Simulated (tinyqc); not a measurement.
Size effects in the resistivity of thin metal films and interconnect lines: one step, computed by the program tinyqc.

Electrons lose their drift at surfaces (a share 1 - p of the hits) and at grain boundaries (reflection R), besides bulk scattering. The line sits in a trench with a non-conducting liner on both walls and the bottom; the spacing equals the drawn width.

Question. Resistance and delay. Total: rho = rho_b [1 + surface excess + grain excess]; resistance per length rho/(w_m h_m); capacitance per length C = 2 k eps_0 (aspect ratio + 1/2), a parallel-plate estimate for two neighbours plus a fixed term for the planes above and below; delay 0.38 R C L^2; effective resistivity per drawn area.

Inputs (values chosen for the exercise, modelled on aluminium):

| quantity | value | unit |
|---|---|---|
| bulk resistivity rho_b | 2.67 | microohm cm |
| aspect ratio (height over width) | 1.2 | - |
| line length | 4.1 | micrometre |
| permittivity of the dielectric k | 2.9 | - |

Geometry: line.

rho/rho_b from surfaces = 2.485664

rho/rho_b from grains = 1.422017

metal width w_m = 10.2 nm

metal height h_m = 13.5 nm

share of the trench filled by metal = 79.6875 %

Constants: eps_0 = 8.8541878128e-12 F/m.

Give: resistivity rho; resistance per length; capacitance per length; RC delay; effective resistivity per drawn area.

Answer.

resistivity rho = 7.764 microohm cm

resistance per length = 563.8 ohm/micrometre

capacitance per length = 0.08730 fF/micrometre

RC delay = 0.3144 ps

effective resistivity per drawn area = 9.742 microohm cm

Of the factor 3.65 over bulk, scattering gives 2.91 and the liner 1.25; within scattering, surfaces outweigh grain boundaries (0.42 against 1.49, grains first).
